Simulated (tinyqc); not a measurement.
Inside a calculation. Model: Bloch-Grueneisen resistivity of a metal. Computed by tinyqc, a small Python program that keeps every step. Command: `OMP_NUM_THREADS=1 python tinyqc.py 3031620 3031621 out.jsonl bg walk`. One thread of a shared host (Intel(R) Xeon(R) Processor @ 2.30GHz), about 0.01 s of CPU time with the checks. Intermediate numbers are printed to about 6 digits and carried at full precision; extremes and crossings named in words are read from the listed rows.

Electrons scatter from a Debye spectrum of phonons (n = 5 for scattering within one band, n = 3 for scattering into a second, heavy band) and from static defects.

Inputs (values chosen for the exercise, modelled on molybdenum):

| quantity | value | unit |
|---|---|---|
| exponent n | 5 | - |
| Debye temperature Theta | 389 | K |
| transport coupling lambda_tr | 0.33 | - |
| Drude plasma energy hbar w_p | 8.1 | eV |
| residual resistivity rho_0 | 0.12 | microohm cm |
| temperature T | 120 | K |
| coefficient A of T^2 | 1.6 | picoohm cm/K^2 |

Addition: T^2 term.

Constants: k_B = 1.380649e-23 J/K; hbar = 1.054571817e-34 J s; eps_0 = 8.8541878128e-12 F/m; hbar = 6.582119569e-16 eV s; k_B = 8.617333262e-05 eV/K.

## Scale of the phonon resistivity

rho_ph = (n - 1) rho_1 (T/Theta)^n J_n(Theta/T), with rho_1 = 2 pi lambda_tr k_B Theta/(hbar eps_0 w_p^2), the high-temperature line at T = Theta.

rho_1 = 7.87523 microohm cm

## The integral and the phonon part

J_n(y) = int_0^y x^n e^x/(e^x - 1)^2 dx, by 96 Gauss-Legendre points (upper limit at most 60).

Theta/T = 3.24167

J_n = 16.2239

phonon resistivity rho_ph = 1.42770 microohm cm

This is 58.8 % of the straight line rho_1 T/Theta.

## Total resistivity and derived numbers

rho = rho_0 + A T^2 + rho_ph. Temperature coefficient (1/rho) d rho/dT by a central difference of +/- 0.5 K; residual ratio rho(295 K)/rho(4.2 K); scattering time tau = 1/(eps_0 w_p^2 rho); Wiedemann-Franz kappa = L_0 T/rho, L_0 = (pi^2/3)(k_B/e)^2.

resistivity rho = 1.57074 microohm cm

temperature coefficient = 15.1757 1e-3/K

residual resistance ratio = 47.4068

scattering time = 47.4798 fs

Wiedemann-Franz conductivity = 186.639 W/(m K)

The coefficient is 1.82 times 1/T. Caution: below about Theta/2 small-angle phonon scattering degrades heat flow more than charge flow, so a thermal conductivity taken from rho by the Wiedemann-Franz law would be too high.

## Limits of the phonon part

Low T: (n - 1) n! zeta(n) rho_1 (T/Theta)^n. High T: rho_1 (T/Theta) [1 - (n - 1)/(12 (n + 1)) (Theta/T)^2].

Resistivities (microohm cm):

| T (K) | rho_ph | low-T law | straight line | line with correction | total rho |
|---|---|---|---|---|---|
| 12 | 1.09499e-04 | 1.09499e-04 | 0.2429 | - | 0.1203 |
| 19 | 1.08956e-03 | 1.08961e-03 | 0.3847 | - | 0.1217 |
| 31 | 1.24237e-02 | 1.25983e-02 | 0.6276 | - | 0.1340 |
| 47 | 8.46484e-02 | 1.00924e-01 | 0.9515 | - | 0.2082 |
| 78 | 5.10419e-01 | 1.27051e+00 | 1.5791 | - | 0.6402 |
| 140 | 1.90028e+00 | 2.36671e+01 | 2.8343 | 1.6186 | 2.0516 |
| 190 | 3.07488e+00 | 1.08961e+02 | 3.8465 | 2.9508 | 3.2526 |
| 310 | 5.75775e+00 | 1.25983e+03 | 6.2759 | 5.7269 | 6.0315 |
| 470 | 9.16205e+00 | 1.00924e+04 | 9.5151 | 9.1529 | 9.6355 |
| 780 | 1.55748e+01 | 1.27051e+05 | 15.7910 | 15.5728 | 16.6682 |

The low-T law holds to 10 % up to 31 K, the straight line from 310 K on. The local exponent of rho_ph falls from 5.00 to 1.05. Phonons overtake the residual resistivity between 47.0 and 78.0 K. The T^2 term exceeds rho_ph up to 12 K among these rows.

Checks made by the program: J_n at large argument against n! zeta(n) (relative difference below 1e-10).
